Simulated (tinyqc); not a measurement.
Doping from the body effect.

Question. The threshold of a long MOSFET, counted against the source, shifts by gamma (sqrt(2 phiF + Vsb) - sqrt(2 phiF)) with gamma = sqrt(2 eps0 eps_r q N)/Cox. Find 2 phiF, gamma and N from two shifts.

Parameters, values chosen for the exercise: relative permittivity eps_r = 11.7.

Constants: q = 1.602176634e-19 C, eps0 = 8.8541878128e-14 F/cm where lengths are in cm. Results are converted to the units shown.

|VT - VT(0)| at source-body biases 0.8 and 3.1 V (V): 0.059292601  0.17053889
Cox = 0.51539302 uF/cm^2

Answer. The ratio of the shifts depends on 2 phiF alone and rises steadily with it, so it fixes 2 phiF; either shift then gives gamma, and gamma gives N.

2 phiF = 0.718 V
gamma = 0.154 V^0.5
N = 1.90e16 cm^-3

tinyqc, about 0.01 s, one thread, Intel Xeon 2.30GHz (shared host): `OMP_NUM_THREADS=1 python tinyqc.py 2060006 2060007 out.jsonl`
